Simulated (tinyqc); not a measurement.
Worked calculation: carrier statistics of a doped semiconductor with parabolic bands. Values are carried at full precision from step to step, so a last printed digit may differ when a step is redone from the rounded ones.

Constants: kB = 8.617333262e-05 eV/K; hbar^2/2m0 = 3.80998211 eV angstrom^2.

Values chosen for the exercise (near those of Si; not measured data):
```
symbol  value     unit    meaning
Eg0     1.173     eV      gap at 0 K
al      0.000472  eV/K    Varshni alpha
be      639       K       Varshni beta
T       350       K
ml      0.918     m0      longitudinal electron mass
mt      0.19      m0      transverse electron mass
Mv      6                 equivalent valleys
mhh     0.535     m0      heavy-hole mass
mlh     0.153     m0      light-hole mass
ND      5.7e+17   1/cm^3  donors
NA      1.1e+17   1/cm^3  acceptors
ED      0.045     eV      donor level below Ec
EA      0.0454    eV      acceptor level above Ev
```

## Gap and thermal energy

Eg(T) = Eg0 - al T^2/(T + be) (Varshni).

Eg = 1.11454 eV
kT = 0.030161 eV

The gap has shrunk by 58.5 meV from 0 K and is 37.0 kT wide.

## Effective densities of states

m_de = Mv^(2/3) (ml mt^2)^(1/3); m_dh = (mhh^(3/2) + mlh^(3/2))^(2/3); N = 2 (m kB T/(4 pi c))^(3/2) with c = hbar^2/2m0, in 1/angstrom^3; times 1e24 for 1/cm^3.

m_de = 1.0606 m0
m_dh = 0.5882 m0
Nc = 3.4540e+19 1/cm^3
Nv = 1.4267e+19 1/cm^3

The light holes supply 13.3 % of Nv, and Nc/Nv = 2.42.

## Intrinsic density and level

With Boltzmann statistics ni = sqrt(Nc Nv) exp(-Eg/2kT) and Ei = Eg/2 + (kT/2) ln(Nv/Nc), counted from Ev.

ni = 2.10e+11 1/cm^3
Ei = 0.5439 eV

Ei lies 13.3 meV below midgap, towards the band with the smaller density of states.

## Neutrality by bisection

Energies are counted from Ev, so Ec = Eg. n = Nc F_1/2((EF - Eg)/kT), p = Nv F_1/2(-EF/kT), ND+ = ND/(1 + 2 exp((EF - Eg + ED)/kT)), NA- = NA/(1 + 4 exp((EA - EF)/kT)); neutrality asks p + ND+ = n + NA-. F_j(eta) = (1/Gamma(j + 1)) integral_0^infinity x^j dx/(1 + exp(x - eta)), which tends to exp(eta) for eta << 0.

Start from the bracket [-0.2 eV, Eg + 0.2 eV]; at the midpoint EF take the sign of p + ND+ - n - NA-; where it is positive EF must rise. Fourteen steps are shown.

Bisection (eV, 1/cm^3):
```
step       low     high       EF         n         p       ND+       NA-  sign
1     -0.20000  1.31454  0.55727  3.27e+11  1.35e+11  5.70e+17  1.10e+17     +
2      0.55727  1.31454  0.93590  9.24e+16  4.76e+05  5.57e+17  1.10e+17     +
3      0.93590  1.31454  1.12522  3.47e+19       895  4.17e+16  1.10e+17     -
4      0.93590  1.12522  1.03056  2.09e+18  2.06e+04  3.68e+17  1.10e+17     -
5      0.93590  1.03056  0.98323  4.42e+17  9.92e+04  5.12e+17  1.10e+17     -
6      0.93590  0.98323  0.95957  2.02e+17  2.17e+05  5.42e+17  1.10e+17     +
7      0.95957  0.98323  0.97140  2.99e+17  1.47e+05  5.29e+17  1.10e+17     +
8      0.97140  0.98323  0.97732  3.64e+17  1.21e+05  5.21e+17  1.10e+17     +
9      0.97732  0.98323  0.98027  4.01e+17  1.09e+05  5.16e+17  1.10e+17     +
10     0.98027  0.98323  0.98175  4.21e+17  1.04e+05  5.14e+17  1.10e+17     -
11     0.98027  0.98175  0.98101  4.11e+17  1.07e+05  5.15e+17  1.10e+17     -
12     0.98027  0.98101  0.98064  4.06e+17  1.08e+05  5.16e+17  1.10e+17     -
13     0.98027  0.98064  0.98046  4.04e+17  1.09e+05  5.16e+17  1.10e+17     +
14     0.98046  0.98064  0.98055  4.05e+17  1.08e+05  5.16e+17  1.10e+17     +
```

Each step halves the bracket, which is 0.185 meV wide at the last row.

## The neutral state

Solve the neutrality condition for EF to convergence.

EF = 0.9806 eV
n = 4.06e+17 1/cm^3
p = 1.08e+05 1/cm^3
ND+ = 5.16e+17 1/cm^3
NA- = 1.10e+17 1/cm^3

The material is n-type; 90.5 % of the donors are ionised. EF lies 4.44 kT inside the gap from the conduction edge, so Boltzmann statistics would serve; n p/(Nc Nv exp(-Eg/kT)) = 0.996.

## Checks

- F_1/2(1) by the trapezoid rule against adaptive quadrature: both 1.575641.
- Positive against negative charge at the solution (1/cm^3): both 5.15872e+17.

Computed by tinyqc, a small Python program: `OMP_NUM_THREADS=1 python tinyqc.py 1680564 1680565 out.jsonl` (the numbers bound the seed that draws the inputs); one thread of a shared host (Intel(R) Xeon(R) Processor @ 2.30GHz), about 0.01 s for the whole set of steps.
